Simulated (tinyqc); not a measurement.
Born-von Karman spring model of a cubic crystal with one atom per cell: one step, computed by the program tinyqc. Command: `OMP_NUM_THREADS=1 python tinyqc.py 3009111 3009112 out.jsonl springs walk`. One thread of a shared host (Intel(R) Xeon(R) Processor @ 2.30GHz), about 0.09 s of CPU time with the checks.

First neighbours lie at a/2 (1,1,0) (12 of them), second at a (1,0,0) (6), with all permutations and signs; the volume per atom is Omega = a^3/4.

Question. Elastic constants from long waves. [ij,kl] = (1/(2 Omega)) sum_R K_ij R_k R_l; C11 = [xx,xx], C44 = [xx,yy], C12 = 2 [xy,xy] - C44; B = (C11 + 2 C12)/3; Zener ratio A = 2 C44/(C11 - C12). K(R) = kL n n^T + kT (1 - n n^T).

Inputs (values chosen for the exercise, for a model crystal):

| quantity | value | unit |
|---|---|---|
| lattice constant a | 3.78 | angstrom |
| radial spring k1L | 0.711 | eV/angstrom^2 |
| transverse spring k1T | 0.056 | eV/angstrom^2 |
| radial spring k2L | 0.096 | eV/angstrom^2 |
| transverse spring k2T | -0.0052 | eV/angstrom^2 |

Lattice: fcc.

Constants: 1 eV/angstrom^3 = 160.2176634 GPa.

Give: C11; C12; C44; bulk modulus B; Zener ratio A.

Answer.

C11 = 81.296 GPa

C12 = 19.150 GPa

C44 = 36.375 GPa

bulk modulus B = 39.865 GPa

Zener ratio A = 1.1706

C12 - C44 = -17.23 GPa: the Cauchy relation fails because sum_R kT R^2 is not zero; a positive sum gives a negative Cauchy pressure.
